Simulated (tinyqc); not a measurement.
# Worked calculation: hexagonal on-chip spiral inductor, lumped pi model

Numbers from tinyqc (`OMP_NUM_THREADS=1 python tinyqc.py 2302073 2302074 out.jsonl`; about 0.01 s on one thread of a shared Intel Xeon 2.30GHz). Printed values are rounded.

Outer diameter do = di + 2 n wd + 2 (n - 1) sp, mean da = (do + di)/2, fill p = (do - di)/(do + di), length l = 3.464 n da. L = 2.33 mu0 n^2 da/(1 + 3.82 p), mu0 = 4 pi 1e-7 H/m. Rs = rho l/(wd delta (1 - exp(-th/delta))), delta = sqrt(rho/(pi f mu0)). Cs = n wd^2 eps0 eo/hu across the coil. At each end Cox = l wd eps0 eo/(2 ho) leads to the substrate branch Rsi = 2 rs he/(l wd) in parallel with Csi = l wd eps0 11.7/(2 he). With one end grounded Y = 1/(Rs + i w L) + i w Cs + 1/[1/(i w Cox) + 1/(1/Rsi + i w Csi)], w = 2 pi f; Q = -Im Y/Re Y. Eddy currents in neighbouring turns and in the substrate are left out.

Parameters, values chosen for the exercise; values of the order met in silicon radio-frequency processes:
```
symbol,value,unit,meaning
n,1.5,,number of turns
wd,20,um,line width
sp,1.5,um,space between turns
di,60,um,inner diameter
th,3.4,um,metal thickness
rho,1.9,uohm cm,metal resistivity
ho,9.5,um,oxide below the coil
hu,1.3,um,oxide between coil and underpass
eo,3.9,,relative permittivity of the oxide
rs,10,ohm cm,substrate resistivity
he,80,um,effective spreading depth in the substrate
f,1.5,GHz,frequency
```

Constants: eps0 = 8.8541878128e-12 F/m. Results are converted to the units shown.

## Geometry and model elements

do, l, L, delta, Rs, Cs, Cox, Rsi and Csi as defined.

do = 121.5 um
l = 471.537 um
L = 0.260573 nH
delta = 1.79123 um
Rs = 0.294165 ohm
Cs = 15.9375 fF
Cox = 17.1398 fF
Rsi = 1696.58 ohm
Csi = 6.10605 fF

Rs is 2.23 times the direct-current value in this empirical form, which overstates the skin effect of a flat slab when delta is near th and so stands in for some current crowding.

## Admittance, quality factor and apparent inductance

Series branch 1/(Rs + i w L), substrate branch, total Y, Q = -Im Y/Re Y, apparent inductance Im(1/Y)/w, metal-only value w L/Rs, share of the loss in the substrate Re(substrate branch)/Re Y.

series branch = 48.084-401.432i mS
substrate branch = 0.038898+0.147080i mS
Y = 48.123-401.135i mS
Q = 8.33559
apparent inductance = 0.260755 nH
w L/Rs = 8.34852
share of the loss in the substrate = 0.0808295 %

Q is 99.8 % of the metal-only value.
